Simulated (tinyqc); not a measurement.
## Well width and field from level and shift

Problem. An infinitely deep well has E_1(0) = C (pi/L)^2/m1, C = hbar^2/(2 m0), and in a field F (potential zero at the centre of the well) the second-order term of the shift is -m1 F^2 L^4 (15 - pi^2)/(48 C pi^4); higher orders are set aside. Find L and F.

Values chosen for this exercise:
```
symbol  value  unit  meaning
m1      0.041    m0     mass
```

Constants: q = 1.602176634e-19 C, hbar = 1.054571817e-34 J s, m0 = 9.1093837015e-31 kg, hbar^2/(2 m0) = 0.0380998212 eV nm^2. Results are converted to the units shown.

E_1(0) = 0.10379660 eV
second-order shift of level 1 = -3.6875885 meV

Solution. The level gives L, and the shift then gives F^2.

L = 9.400 nm
F = 0.02000 V/nm

Computed by the program tinyqc: `OMP_NUM_THREADS=1 python tinyqc.py 2580132 2580133 out.jsonl`, one thread of a shared Intel Xeon 2.30GHz, about 0.03 s for the whole run.
